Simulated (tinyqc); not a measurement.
## Trap density from the leakage

Inverse problem. Trap-assisted leakage is J = q Nt times the integral over x of the rate through one trap. Find Nt, the areal density Nt t and the mean in-plane spacing (Nt t)^(-1/2).

Parameters, values chosen for the exercise:

| symbol | value | unit | meaning |
|---|---|---|---|
| t | 4.1 | nm | thickness |

Constants: q = 1.602176634e-19 C. Results are converted to the units shown.

J = 8.9803796e-6 A/cm^2
integral of the rate over x = 311.39511 nm/s

Solution. J is proportional to Nt.

Nt = 1.80e18 cm^-3
Nt t = 7.38e11 cm^-2
in-plane spacing = 11.6 nm

Computed by the program tinyqc: `OMP_NUM_THREADS=1 python tinyqc.py 2370173 2370174 out.jsonl`, one thread of a shared Intel Xeon 2.30GHz, about 0.05 s for the whole run.
